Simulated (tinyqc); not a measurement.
What each parameter does: quantum well in an electric field by finite differences.

Finite differences on points z_i at the centres of cells of width h: H_ii = (c/h^2)(1/m_(i-1/2) + 1/m_(i+1/2)) + V_i, H_(i,i+1) = -(c/h^2)/m_(i+1/2), where m_(i+1/2) is the mean of the masses at the two points (the end values are repeated outwards), psi = 0 on the points beyond both ends, c = hbar^2/2m0. The field adds e F (z - z0) with z0 the middle of the structure; 1 kV/cm = 1e-5 eV/angstrom.

Constants: hbar^2/2m0 = 3.80998211 eV angstrom^2.

Parameters, chosen for this exercise (near those of a non-polar GaN well in AlGaN; not measured data): Lw = 36 angstrom (well width); Lb = 36 angstrom (each outer barrier); V0 = 0.585 eV (barrier height); mw = 0.207 m0 (mass in the well); mb = 0.247 m0 (mass in the barriers); F = 150 kV/cm (field along z); hf = 0.5625 angstrom (cell width of the fine grid).

Three layers: barrier, well, barrier; fine grid. The Stark shift is E1(F) - E1(0).

Results for these values:
```
case  E1 (eV)  E2 - E1 (meV)  Stark shift (meV)  <z - z0> (angstrom)
base   0.0766          223.4              -0.82                -1.09
```

What happens to each result for F = 225 kV/cm, all else kept?

Answer: E1 falls from 0.0766 to 0.0755; E2 - E1 rises from 223.4 to 224.3; Stark shift falls from -0.82 to -1.83; <z - z0> falls from -1.09 to -1.62.

The same for each parameter in turn:
```
case              E1 (eV)  E2 - E1 (meV)  Stark shift (meV)  <z - z0> (angstrom)
base               0.0766          223.4              -0.82                -1.09
Lw = 27 angstrom   0.1157          315.9              -0.40                -0.54
Lb = 45 angstrom   0.0766          223.4              -0.82                -1.09
V0 = 0.702 eV      0.0803          236.2              -0.73                -0.97
mw = 0.238 m0      0.0710          206.7              -0.83                -1.11
mb = 0.1976 m0     0.0805          229.5              -0.78                -1.04
F = 225 kV/cm      0.0755          224.3              -1.83                -1.62
```

Computed by tinyqc, a small Python program: `OMP_NUM_THREADS=1 python tinyqc.py 1251323 1251324 out.jsonl` (the numbers bound the seed that draws the inputs); one thread of a shared host (Intel(R) Xeon(R) Processor @ 2.30GHz), about 0.03 s for the whole set of steps.
